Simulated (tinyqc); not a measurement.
Electroplating on a thin resistive seed layer: kinetics, Wagner number and the terminal effect across a wafer. Which input was changed? Computed by tinyqc, a small Python program. Command: `OMP_NUM_THREADS=1 python tinyqc.py 3120524 3120525 out.jsonl terminal which`. One thread of a shared host (Intel(R) Xeon(R) Processor @ 2.30GHz), about 0.2 s of CPU time with the checks.

Current enters the seed at the rim. The bath is treated as a local resistance per area (no lateral flow in the liquid), two electrons per ion, molar volume 7.11 cm^3/mol, Faraday constant F = e N_A, kinematic viscosity 0.01 cm^2/s, omega = 2 pi x rpm/60; k_B T/e is in volts.

Inputs (values chosen for the exercise, of the order of those for copper plating on a thin cobalt or ruthenium seed):
```
quantity                               value         unit
wafer radius R                            15           cm
seed thickness t                          19           nm
seed resistivity                          11  microohm cm
bath conductivity kappa                0.047         S/cm
gap to the anode h                       5.1           cm
extra resistance of a porous plate       110     ohm cm^2
exchange current density i_0            0.67      mA/cm^2
cathodic transfer coefficient alpha     0.57            -
mean current density                      33      mA/cm^2
diffusivity of the metal ion         5.6e-06       cm^2/s
metal ion concentration                 0.39        mol/L
rotation rate                             30          rpm
temperature T                            298            K
```

Constants: e = 1.602176634e-19 C; N_A = 6.02214076e+23 1/mol; k_B = 8.617333262e-05 eV/K.

Method:
- Growth rate = i V_m/(2 F). Levich limit i_L = 0.62 x 2 F D^(2/3) omega^(1/2) nu^(-1/6) c. Tafel overpotential eta = (k_B T/(alpha e)) ln(i/i_0); kinetic resistance k_B T/(alpha e i); bath resistance h/kappa + plate; R_s = resistivity/t; Wagner number = kinetic resistance x kappa/R.
- Linearised: with R_t = kinetic + bath resistance the current density obeys (1/r)(r i')' = i R_s/R_t, so i = A I_0(r/l), l = sqrt(R_t/R_s); with x = R/l, edge/centre = I_0(x) and edge/mean = x I_0(x)/(2 I_1(x)).
- Voltage drop in the seed for a uniform current: i R_s R^2/4.

Task: One of these inputs alone was changed, within the range given: seed resistivity (5.5 to 22); gap to the anode h (2.55 to 10.2); mean current density (16.5 to 66); exchange current density i_0 (0.335 to 1.34). Which one, and to what value?

Results:
```
run     drop for uniform current (mV)  Wagner number  length l (cm)
before                       10746.71    0.004277667       6.162674
after                        12505.26    0.003676120       6.159983
```

Result:

Each candidate set to reproduce drop for uniform current, and what it then gives:
```
candidate                               range searched  value needed  Wagner number  length l (cm)
seed resistivity (microohm cm)               5.5 to 22         12.80      0.0042777         5.7130
gap to the anode h (cm)                   2.55 to 10.2     no effect              -              -
mean current density (mA/cm^2)              16.5 to 66         38.40      0.0036761         6.1600
exchange current density i_0 (mA/cm^2)   0.335 to 1.34     no effect              -              -
```

Only mean current density fits every result: it went from 33 to 38.4 mA/cm^2. The next best candidate, seed resistivity, misses one result by 16 %.

Caution: the mean current exceeds 0.3 i_L, so depletion of metal ions, left out of the distribution, matters.
